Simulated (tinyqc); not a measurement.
Pressure and uniformity: chemical vapour deposition: Grove model, boundary layer, depletion and step coverage. Computed by tinyqc, a small Python program. Command: `OMP_NUM_THREADS=1 python tinyqc.py 3009086 3009087 out.jsonl cvd walk`. One thread of a shared host (Intel(R) Xeon(R) Processor @ 2.30GHz), about 0.03 s of CPU time with the checks.

A precursor diffuses to the surface and reacts there at first order; each molecule that reacts adds one formula unit of film.

Inputs (values chosen for the exercise, close to those used for silicon dioxide from an alkoxysilane):
```
quantity                                       value                unit
prefactor k0 of k_s                          3.6e+09                cm/s
activation energy E                             1.84                  eV
temperature T                                    700                   C
total pressure p                                0.67                torr
mole fraction of the precursor Y                0.17                   -
gas diffusivity D0 at 273.15 K and 760 torr      0.4              cm^2/s
film density N                               2.2e+22  formula units/cm^3
precursor mass M                                 208                   u
wafer radius R                                    10                  cm
wafer spacing s                                 0.31                  cm
```

Reactor: wafer stack, low pressure.

Constants: k_B = 1.380649e-23 J/K; u = 1.6605390666e-27 kg; k_B = 8.617333262e-05 eV/K.

Method:
- k_s = k0 exp(-E/(k_B T)); C_g = Y p/(k_B T), 1 torr = 133.322 Pa; D = D0 (T/273.15)^1.75 (760/p).
- Temperatures in kelvin are T(C) + 273.15.
- Mean speed c = sqrt(8 k_B T/(pi M)); reactive sticking probability beta = 4 k_s/c.
- Between two wafers the gas diffuses inward and reacts on both faces: (D/r) d/dr (r dC/dr) = 2 k_s C/s, so C(r)/C_g = I0(phi r/R)/I0(phi) with phi^2 = 2 k_s R^2/(s D); G(r) = k_s C(r)/N, 1 cm/s = 6e8 nm/min; the mean over the wafer is eta = 2 I1(phi)/(phi I0(phi)).

gas diffusivity D = 4191.90 cm^2/s

surface rate constant k_s = 1.06477 cm/s

precursor density C_g = 1.13022e+15 1/cm^3

Effect of the total pressure at fixed Y:
```
p (torr)  D (cm^2/s)     phi  centre/edge  G at the edge (nm/min)
0.05      5.6172e+04  0.1106      0.99695              2.4493e+00
0.1       2.8086e+04  0.1564      0.99391              4.8986e+00
0.3       9.3619e+03  0.2709      0.98190              1.4696e+01
1         2.8086e+03  0.4946      0.94154              4.8986e+01
3         9.3619e+02  0.8566      0.83891              1.4696e+02
10        2.8086e+02  1.5639      0.58427              4.8986e+02
30        9.3619e+01  2.7088      0.25851              1.4696e+03
100       2.8086e+01  4.9456      0.03854              4.8986e+03
```

What does the comparison show, and why?

D scales as 1/p and phi as sqrt(p), while the edge rate grows as p. The centre stays within 5 % of the edge up to 0.3 torr: low pressure trades rate for uniformity and lets wafers stand close together. Caution: first-order rates above 1000 nm/min in the high-pressure rows are an extrapolation not met in practice. Caution: at the lowest pressures the mean free path exceeds the wafer spacing, so D stops growing as 1/p.

Extremes, crossings and ranges named in words are read from the listed rows.
